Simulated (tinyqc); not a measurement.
## Dose and depth of a threshold implant

Question. A sheet of D acceptors per cm^2 lies at depth xi inside the depleted layer of a body doped Na. In the depletion approximation VT = Vfb + f2 + q D/Cox + gamma sqrt(f2 + Vsb - q D xi/(eps0 eps_r)), gamma = sqrt(2 eps0 eps_r q Na)/Cox, Cox = eps0 eox/tox. Find gamma, D and xi.

Values chosen for this exercise; band and dielectric values close to those of silicon: relative permittivity eps_r = 11.8; acceptor density deep in the body Na = 1.4e17 cm^-3; relative permittivity of the gate insulator (close to aluminium oxide) eox = 8.89; insulator thickness tox = 9.1 nm; flat-band voltage Vfb = -0.59 V; band bending 2 phiF at threshold f2 = 0.867 V.

Constants: q = 1.602176634e-19 C, eps0 = 8.8541878128e-14 F/cm where lengths are in cm. Results are converted to the units shown.

VT against the source at Vsb = 0 and 1.4 V (V): 0.54702709  0.69744782

Solution. With y^2 = f2 - q D xi/(eps0 eps_r) and d the difference of the thresholds over gamma, sqrt(y^2 + Vsb) - y = d gives y = (Vsb - d^2)/(2 d). The first threshold then gives D, and y^2 gives xi.

gamma = 0.2503 V^0.5
D = 2.900e11 cm^-2
xi = 27.00 nm

tinyqc, about 0.4 s, one thread, Intel Xeon 2.30GHz (shared host): `OMP_NUM_THREADS=1 python tinyqc.py 2080127 2080128 out.jsonl`
